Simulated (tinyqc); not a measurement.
What each parameter does: thin-body film or fin with hard walls, valleys of the Ge type.

Four ellipsoidal valleys (eight halves) with their long axes along <111>, mass ml along the axis and mt across it. For a valley whose axis makes the angle theta with the surface normal, 1/m_z = cos^2(theta)/ml + sin^2(theta)/mt sets the confinement; in the plane the masses are m_1 = mt and m_2 = ml mt/m_z, and m_d = sqrt(m_1 m_2). The Gamma and Delta valleys are left out; the heavy Delta valleys, about 0.18 eV up, can lie lowest under strong confinement.

A film of thickness t between hard walls, flat band inside: E_n = c (n pi/t)^2/m_z above the bulk edge, c = hbar^2/2m0. Without degeneracy the sheet density is N2 exp((EF - Ec)/kB T) with N2 = sum_i g m_d/(2 pi c) kB T exp(-E_i/kB T) over n = 1 to 40 of each group; a classical film has t Nc with Nc = 2 g_all (m_dos kB T/(4 pi c))^(3/2), m_dos = (ml mt^2)^(1/3). The threshold shift is dVt = kB T ln(t Nc/N2).

Constants: hbar^2/2m0 = 3.80998211 eV angstrom^2; kB = 8.617333262e-05 eV/K.

Inputs chosen for the exercise (near those of Ge; not measured data):
```
symbol  value  unit      meaning
ml      1.611  m0        longitudinal mass
mt      0.08   m0        transverse mass
face    110              face of the film or side wall of the fin
T       350    K         temperature
t       56     angstrom  body thickness
g_all   4                number of valleys
```

E1 is the lowest level, and the share is that of its group in N2.

One parameter was then changed.

Results before and after:
```
case     E1 (eV)  share (%)  dVt (mV)  Nc (1e19/cm^3)
base      0.0549       93.4      61.0           1.284
changed   0.0545       93.5      60.7           1.347
```

Which of these changes was made? (a) t = 62 angstrom; (b) mt = 0.088 m0; (c) T = 320 K; (d) ml = 1.772 m0.
Answer: (d) ml = 1.772 m0. Of the candidates, run in turn, only this one gives the changed row.

All candidates:
```
case             E1 (eV)  share (%)  dVt (mV)  Nc (1e19/cm^3)
base              0.0549       93.4      61.0           1.284
t = 62 angstrom   0.0448       88.9      52.2           1.284
T = 320 K         0.0549       95.0      59.7           1.123
ml = 1.772 m0     0.0545       93.5      60.7           1.347
mt = 0.088 m0     0.0504       91.3      57.0           1.413
```

Program tinyqc; command `OMP_NUM_THREADS=1 python tinyqc.py 1280351 1280352 out.jsonl`; about 0.01 s on one thread of a shared Intel(R) Xeon(R) Processor @ 2.30GHz.
